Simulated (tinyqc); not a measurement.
Koster-Slater impurity in a tight-binding band, by Green functions and by supercells: one step, computed by the program tinyqc.

One orbital per site, e(k) = -2 t sum cos(k_i) over 2 direction(s), band from -4 t to 4 t, lattice constant 1. One site has the extra energy U. Spin is left out.

Task: Scattering. T = U/(1 - U G0); phase shift delta = -arg(1 - U G0) in (-pi, pi]; host density of states -Im G0/pi; on the impurity -Im[G0/(1 - U G0)]/pi; lifetime of a band state hbar/(-2 c Im T).

Inputs (values chosen for the exercise, for a model band): impurity potential U = 3.66 eV; impurity concentration c = 0.0004 per site.

Lattice: square.

G0(E + i eta) = 0.284205-1.363544i 1/eV

Constants: hbar = 6.582119569e-16 eV s.

Give: T matrix; phase shift delta; host density of states; density of states on the impurity; scattering lifetime.

Result:

T matrix = -0.00591-0.73334i eV

phase shift delta = -1.5788 rad

host density of states = 0.43403 1/eV

density of states on the impurity = 0.017426 1/eV

scattering lifetime = 1121.9 fs

The Born approximation would take Im T = U^2 Im G0 = -18.3 eV, 24.9 times the full value.
